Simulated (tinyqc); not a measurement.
All estimates against temperature: estimate of lattice thermal conductivity from elastic moduli (Slack, Klemens and Cahill formulas). Computed by tinyqc, a small Python program. Command: `OMP_NUM_THREADS=1 python tinyqc.py 3026885 3026886 out.jsonl slack walk`. One thread of a shared host (Intel(R) Xeon(R) Processor @ 2.30GHz), about 0.01 s of CPU time with the checks.

An isotropic solid.

Inputs (values chosen for the exercise, for a model crystal): bulk modulus B = 145 GPa; shear modulus G = 89.4 GPa; volume per atom V = 23.7 angstrom^3; mean atomic mass M = 128 u; atoms per primitive cell n = 1; temperature T = 700 K; disorder parameter Gamma = 0.00013; grain size d = 34 nm.

Grueneisen parameter: from the Poisson ratio.

Constants: u = 1.6605390666e-27 kg; hbar = 1.054571817e-34 J s; k_B = 1.380649e-23 J/K; h = 6.62607015e-34 J s.

Method:
- rho = M/V; vL = sqrt((B + 4G/3)/rho), vT = sqrt(G/rho); v_m = [(vL^-3 + 2 vT^-3)/3]^(-1/3); Poisson ratio sigma = (3B - 2G)/(6B + 2G); Theta = hbar v_m (6 pi^2/V)^(1/3)/k_B.
- Empirical rule gamma = (3/2) (1 + sigma)/(2 - 3 sigma).
- Slack, an estimate for T near or above Theta_a: kappa = A M Theta_a^3 delta n^(1/3)/(gamma^2 T) in W/(m K), with M in u, delta = V^(1/3) in angstrom, Theta_a = Theta n^(-1/3) and A = 2.43e-6/(1 - 0.514/gamma + 0.228/gamma^2).
- High-temperature forms with the classical heat capacity. Klemens: kappa/kappa_0 = arctan(u)/u, u^2 = pi^2 Theta V Gamma kappa_0/(h v_m^2). Grains: 1/kappa_poly = 1/kappa + 1/(C v_m d/3), C = 3 k_B/(n V), the acoustic branches alone.
- Cahill minimum: kappa_min = (pi/6)^(1/3) k_B V^(-2/3) sum over L, T, T of v (T/Theta_i)^2 int_0^(Theta_i/T) x^3 e^x/(e^x - 1)^2 dx, Theta_i = Theta v_i/v_m (64 Gauss-Legendre points).

Grueneisen parameter gamma = 1.47291

Debye temperature Theta = 363.063 K

v_m = 3502.85 m/s

vL = 5427.64 m/s

vT = 3157.28 m/s

acoustic Debye temperature Theta_a = 363.063 K

Kappa (W/(m K)):
```
T (K)  perfect crystal  with point defects  polycrystal  minimum
200             130.33              123.36       44.406  0.65330
300              86.88               83.69       37.933  0.72360
400              65.16               63.34       33.111  0.75194
550              47.39               46.41       27.809  0.77022
750              34.75               34.22       22.918  0.78006
1000             26.07               25.76       18.787  0.78517
1300             20.05               19.87       15.447  0.78788
1700             15.33               15.23       12.487  0.78952
```

What follows from these numbers?

The perfect crystal follows 1/T. With point defects the exponent runs from -0.96 to -0.99 (the strong-disorder limit is -1/2), and with grains from -0.39 to -0.79. At the highest T it is still 15.8 times the minimum. Rows below Theta_a = 363 K are outside the range of the Slack formula.

Extremes, crossings and ranges named in words are read from the listed rows.
